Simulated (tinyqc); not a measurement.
## Diffusion length from constant photovoltage

Inverse problem. In a thick sample with a thin depletion layer the excess density at its edge goes as flux/(1/alpha + L), so the flux needed for a fixed surface photovoltage is proportional to 1/alpha + L. Find L.

photon flux for the same photovoltage at absorption coefficients 97 and 1200 1/cm (relative units): [243.09278, 148.33333]

Solution. The line of flux against 1/alpha meets zero at -L.

slope against 1/alpha = 1.000 1/um
L = 140.0 um

Program tinyqc, `OMP_NUM_THREADS=1 python tinyqc.py 2430143 2430144 out.jsonl`; Intel Xeon 2.30GHz, shared host, one thread, about 0.01 s.
